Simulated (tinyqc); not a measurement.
Worked calculation: geometry optimisation on the RHF/6-31g surface (energies and gradients from PySCF), for H2, spin multiplicity 1. Computed by tinyqc, a small Python program that keeps every step (integrals from PySCF). Settings: charge = 0, multiplicity = 1, basis = 6-31g, optimiser = bfgs, first Hessian = 0.6, largest step = 0.1, iteration cap = 30. Command: `OMP_NUM_THREADS=1 python tinyqc.py 24000 24001 out.jsonl` (the two numbers bound the seeds that draw the settings). One thread of a shared host (Intel(R) Xeon(R) Processor @ 2.60GHz), about 0.2 s of CPU time with the checks.

## Step 1: energy and gradient

positions at the start (bohr):
```
,x,y,z
1H,0.000000,0.000000,0.000000
2H,0.000000,0.000000,1.538237
```

Self-consistent energy and analytic gradient at these positions.

energy = -1.12246738 hartree

gradient (hartree/bohr):
```
,x,y,z
1H,0.00000000,0.00000000,-0.05031720
2H,0.00000000,0.00000000,0.05031720
```

## Step 1: move

Quasi-Newton step p = -H^(-1) g (first H = 0.6 times the unit matrix); steps longer than 0.1 bohr are cut back (factor 0.843 here).

positions after step 1 (bohr):
```
,x,y,z
1H,0.000000,0.000000,0.070711
2H,0.000000,0.000000,1.467526
```

## Step 2: energy and gradient

As before.

energy = -1.12676679 hartree

gradient (hartree/bohr):
```
,x,y,z
1H,0.00000000,0.00000000,-0.00694952
2H,0.00000000,0.00000000,0.00694952
```

## Step 2: move

inverse Hessian in use (bohr^2/hartree):
```
,1,2,3,4,5,6
1,1.666667,0.000000,0.000000,0.000000,0.000000,0.000000
2,0.000000,1.666667,0.000000,0.000000,0.000000,0.000000
3,0.000000,0.000000,1.648580,0.000000,0.000000,0.018087
4,0.000000,0.000000,0.000000,1.666667,0.000000,0.000000
5,0.000000,0.000000,0.000000,0.000000,1.666667,0.000000
6,0.000000,0.000000,0.018087,0.000000,0.000000,1.648580
```

Quasi-Newton step p = -H^(-1) g (the inverse Hessian comes from BFGS updates; coordinates in the order x, y, z of each atom); steps longer than 0.1 bohr are cut back.

positions after step 2 (bohr):
```
,x,y,z
1H,0.000000,0.000000,0.082042
2H,0.000000,0.000000,1.456195
```

## Step 3: energy and gradient

As before.

energy = -1.12682208 hartree

gradient (hartree/bohr):
```
,x,y,z
1H,0.00000000,0.00000000,0.00218957
2H,0.00000000,0.00000000,-0.00218957
```

## Step 3: move

inverse Hessian in use (bohr^2/hartree):
```
,1,2,3,4,5,6
1,1.666667,0.000000,0.000000,0.000000,0.000000,0.000000
2,0.000000,1.666667,0.000000,0.000000,0.000000,0.000000
3,0.000000,0.000000,1.453260,0.000000,0.000000,0.213406
4,0.000000,0.000000,0.000000,1.666667,0.000000,0.000000
5,0.000000,0.000000,0.000000,0.000000,1.666667,0.000000
6,0.000000,0.000000,0.213406,0.000000,0.000000,1.453260
```

As before.

positions after step 3 (bohr):
```
,x,y,z
1H,0.000000,0.000000,0.079327
2H,0.000000,0.000000,1.458910
```

## Convergence

Stop when the largest gradient component is below 3e-5 hartree/bohr. The inverse Hessian follows the BFGS update with s = step, y = change of gradient.

Course of the optimisation:
```
step,E (hartree),largest gradient (hartree/bohr)
1,-1.12246738,5.03e-02
2,-1.12676679,6.95e-03
3,-1.12682208,2.19e-03
4,-1.12682782,6.53e-05
5,-1.12682783,5.89e-07
```

Final distances (angstrom):
```
pair,distance
2H-1H,0.729961
```

Converged in 5 steps.
